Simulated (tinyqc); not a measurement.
Towards Landau levels: square lattice in a magnetic field (Harper-Hofstadter model).

Landau gauge, lattice period 1: the magnetic cell has q sites j = 0 to q - 1 along x. H_jj = -2 ty cos(ky + 2 pi p j/q), H_(j,j+1) = -tx, and the bond from q - 1 back to 0 is H_(q-1,0) = -tx exp(i q kx). The levels depend on k only through cos(q kx) and cos(q ky), so the band edges lie at (0, 0) and (pi/q, pi/q).

Inputs chosen for the exercise: tx = 1.6 meV (hopping along x); ty = 1.6 meV (hopping along y).

Flux 1/Q. Near the bottom of the band the mass gives hbar wc = 4 pi sqrt(tx ty)/Q and E_0 = -2 (tx + ty) + hbar wc/2. For each Q, p = 1 and q = Q.

Lowest band (meV):
```
Q    centre     width      E_0  spacing to band 2  hbar wc
3   -3.7856      1.17  -3.0490             3.7856   6.7021
4   -4.3532     0.344  -3.8867             3.4873   5.0265
5   -4.6948     0.103  -4.3894             2.8944   4.0212
6   -4.9376    0.0307  -4.7245             2.5322   3.3510
8   -5.2637   0.00274  -5.1434             2.0440   2.5133
12  -5.6161  2.22e-05  -5.5622             1.4644   1.6755
20  -5.9168  1.59e-09  -5.8973             0.9283   1.0053
```

The width falls from 1.17 to 1.6e-09 meV, by a factor 3.30 for each unit of Q at the end, so the band turns into a flat level. Its centre lies -0.737 meV from E_0 at Q = 3 and -0.020 meV at Q = 20; the spacing reaches 92 % of hbar wc, the shortfall coming from the non-parabolic band.

Computed by tinyqc, a small Python program: `OMP_NUM_THREADS=1 python tinyqc.py 1250446 1250447 out.jsonl` (the numbers bound the seed that draws the inputs); one thread of a shared host (Intel(R) Xeon(R) Processor @ 2.30GHz), about 0.03 s for the whole set of steps.
